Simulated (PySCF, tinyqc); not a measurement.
RHF in the sto-3g basis, for H3+, spin multiplicity 1, step by step. The lowest restricted solution is unstable here: a spin-polarised one lies 0.0079 hartree lower (PySCF). One step of it, computed by the program tinyqc.

Question. Orthogonalisation. S = U s U^T; symmetric (Loewdin) form X = U s^(-1/2) U^T, so that X^T S X = 1.

overlap S, order 1H 1s, 2H 1s, 3H 1s:
$$\begin{pmatrix}
1.000000 & 0.385526 & 0.385526 \\
0.385526 & 1.000000 & 0.058943 \\
0.385526 & 0.058943 & 1.000000
\end{pmatrix}$$

Give: eigenvalues of S; X.

Answer.

eigenvalues of S: [0.483, 0.941, 1.575]

X, order 1H 1s, 2H 1s, 3H 1s:
$$\begin{pmatrix}
1.135 & -0.226 & -0.226 \\
-0.226 & 1.065 & 0.035 \\
-0.226 & 0.035 & 1.065
\end{pmatrix}$$
